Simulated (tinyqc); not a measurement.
Floating body of a partially depleted SOI transistor: body voltage and kink: one step of the calculation.

Source at 0 V. Channel current Ic = 2 nf K Vt^2 [F(0) - F(Vd)](1 + la Vd), F(V) = ln^2(1 + exp((Vg - VT - nf V)/(2 nf Vt))), VT = VT0 - gb Vb. Saturation voltage Vs = 2 Vt sqrt(F(0)) + 3 Vt, excess Ve = (Vd - Vs + sqrt((Vd - Vs)^2 + 0.0004 V^2))/2, multiplication M1 = Ai Ve exp(-Bl/Ve). Each junction passes D(v) = J1 (exp(v/Vt) - 1) + J2 (exp(v/(2 Vt)) - 1). Bipolar current Ib = bb J1 (exp(Vb/Vt) - 1). The body settles where M1 (Ic + Ib) = D(Vb) + D(Vb - Vd) + Vb/Rb; drain current Id = (1 + M1)(Ic + Ib) - D(Vb - Vd).

Question. New Vb. Current into the body I_in = M1 (Ic + Ib) - D(Vb - Vd), current out I_out = D(Vb) + Vb/Rb; f = ln(I_in/I_out), s = df/dVb by central differences over 1e-5 V, Vb(new) = Vb - f/s.

Parameters, values chosen for the exercise; values of the order met in partially depleted silicon-on-insulator transistors: temperature T = 330 K; threshold at zero body voltage VT0 = 0.54 V; fall of the threshold per volt of body voltage gb = 0.1; slope factor nf = 1.21; gain factor per width K = 300 uA/(V^2 um); channel-length modulation factor la = 0.04 1/V; impact-ionisation prefactor Ai = 3.53 1/V; impact-ionisation voltage Bl = 4.3 V; diffusion saturation current of each junction J1 = 1.1e-11 uA/um; recombination saturation current of each junction J2 = 3.1e-7 uA/um; gain of the lateral bipolar transistor on the diffusion current bb = 3; resistance of a weak body tie to the source (1e9 stands for no tie, and the term is then dropped) Rb = 1e9 kohm um; gate voltage Vg = 0.91 V; drain voltage Vd = 1.1 V.

Constants: q = 1.602176634e-19 C, kB = 1.380649e-23 J/K, Vt = kB T/q. Results are converted to the units shown.

Vb at the start = 0.74 V

Give: Ic; Ve; M1; I_in; I_out; f; s; Vb after iteration 1.

Answer.

Ic = 25.526 uA/um
Ve = 0.64781 V
M1 = 0.0029956
I_in = 0.096252 uA/um
I_out = 2.3402 uA/um
f = -3.1910
s = -27.510 1/V
Vb after iteration 1 = 0.62401 V

Range of the model: The multiplication law is an empirical form chosen for the exercise; self-heating and capacitive coupling to the body are left out, and the linear laws are rough once Vb passes about 0.7 V or M1 about 0.1.

Numbers from tinyqc (`OMP_NUM_THREADS=1 python tinyqc.py 2182076 2182077 out.jsonl`; about 0.2 s on one thread of a shared Intel Xeon 2.30GHz).
